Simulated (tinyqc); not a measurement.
Frenkel-Kontorova chain: a misfit dislocation (kink) in a monolayer on a periodic substrate: one step, computed by the program tinyqc.

E = sum_j [(k/2)(x_(j+1) - x_j - b)^2 + (W/2)(1 - cos(2 pi x_j/a))], x_j = a (j + u_j). A kink takes u from 0 to 1: the chain is stretched by one period and has one atom fewer than wells.

Task: Start between two atoms. Discrete chain at f = 0, ends held at u = 0 and 1: E = (k a^2/2) sum (u_(j+1) - u_j)^2 + (W/2) sum (1 - cos 2 pi u_j), gradient g_j = k a^2 (2 u_j - u_(j-1) - u_(j+1)) + pi W sin(2 pi u_j), Hessian 2 k a^2 + 2 pi^2 W cos(2 pi u_j) on the diagonal and -k a^2 beside it. Free atoms j = -n..n-1 start from the continuum shape centred half-way, at j + 1/2.

Inputs (values chosen for the exercise, for a model overlayer): spring constant k = 2.61 eV/angstrom^2; substrate period a = 3.95 angstrom; corrugation W = 7.17 eV; atoms on each side n = 10.

kink width l0 = 1.685166

Give: u at the start; E at the start; gradient.

Result:

u at the start: [0.0000, 0.0000, 0.0000, 0.0000, 0.0000, 0.0001, 0.0009, 0.0060, 0.0388, 0.2388, 0.7612, 0.9612, 0.9940, 0.9991, 0.9999, 1.0000, 1.0000, 1.0000, 1.0000, 1.0000]

E at the start = 14.11 eV

gradient (eV): [0.000, 0.000, 0.000, 0.000, -0.001, -0.007, -0.043, -0.276, -1.371, 9.338, -9.338, 1.371, 0.276, 0.043, 0.007, 0.001, 0.000, 0.000, 0.000, 0.000]

Caution: a corrugation above 1 eV is larger than real overlayers usually show; it is chosen to keep the kink narrow. Caution: for l0 below about 3 the kink spans few atoms, and the continuum kink energy is off by about 2 per cent or more.
